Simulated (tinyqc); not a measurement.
Worked calculation: Jacobi rotations on a symmetric matrix. Computed by tinyqc, a small Python program that keeps every step. Settings: method = jacobi. Command: `OMP_NUM_THREADS=1 python tinyqc.py 25187 25188 out.jsonl` (the two numbers bound the seeds that draw the settings). One thread of a shared host (Intel(R) Xeon(R) Processor @ 2.60GHz), about 0.01 s of CPU time with the checks.

## Jacobi rotation 1

A:
```
         1        2        3        4        5
1   0.0610  -0.0640   0.2270   0.0380   0.1680
2  -0.0640   0.3330  -0.3160   0.0260  -0.1890
3   0.2270  -0.3160   2.0250   0.0720  -0.2850
4   0.0380   0.0260   0.0720   2.6760  -0.0800
5   0.1680  -0.1890  -0.2850  -0.0800   3.8060
```

Take the largest off-diagonal element A_pq; tan 2 theta = 2 A_pq / (A_qq - A_pp) with |theta| <= pi/4; A' = J^T A J with J_pp = J_qq = cos, J_pq = sin, J_qp = -sin.

p, q, theta (rad): 2.0000  3.0000  -0.1787

A':
```
         1        2        3        4        5
1   0.0610  -0.0226   0.2348   0.0380   0.1680
2  -0.0226   0.2759   0.0000   0.0384  -0.2367
3   0.2348   0.0000   2.0821   0.0662  -0.2469
4   0.0380   0.0384   0.0662   2.6760  -0.0800
5   0.1680  -0.2367  -0.2469  -0.0800   3.8060
```

## Jacobi rotation 2

As before.

p, q, theta (rad): 3.0000  5.0000  -0.1395

A':
```
         1        2        3        4        5
1   0.0610  -0.0226   0.2558   0.0380   0.1337
2  -0.0226   0.2759  -0.0329   0.0384  -0.2344
3   0.2558  -0.0329   2.0474   0.0545   0.0000
4   0.0380   0.0384   0.0545   2.6760  -0.0884
5   0.1337  -0.2344   0.0000  -0.0884   3.8407
```

## All rotations

The off-diagonal norm falls at every rotation.

Rotations:
```
step    p    q      theta  off-diagonal norm
1       2    3    -0.1787           6.55e-01
2       3    5    -0.1395           5.54e-01
3       1    3     0.1261           4.20e-01
4       2    5    -0.0654           2.58e-01
5       1    5     0.0348           1.75e-01
6       4    5    -0.0751           1.21e-01
7       3    4     0.1006           8.60e-02
8       2    3    -0.0206           6.78e-02
9       1    4     0.0127           4.83e-02
10      2    4     0.0119           2.62e-02
11      3    5     0.0081           1.62e-02
...   ...  ...        ...                ...
16      4    5     0.0012           9.78e-04
17      3    4    -0.0011           3.18e-04
18      2    3   1.05e-04           1.69e-04
19      1    4  -4.50e-05           1.02e-05
20      2    4   2.39e-06           6.17e-06
21      3    5   2.32e-06           1.88e-06
22      1    2  -5.55e-06           2.66e-07
23      1    5  -3.62e-08           1.79e-07
24      1    3  -6.15e-08           1.13e-08
25      2    5   1.83e-09           6.44e-09
26      4    5  -3.78e-09           8.66e-10
```

eigenvalues: 0.0231  0.2599  2.0745  2.6761  3.8675
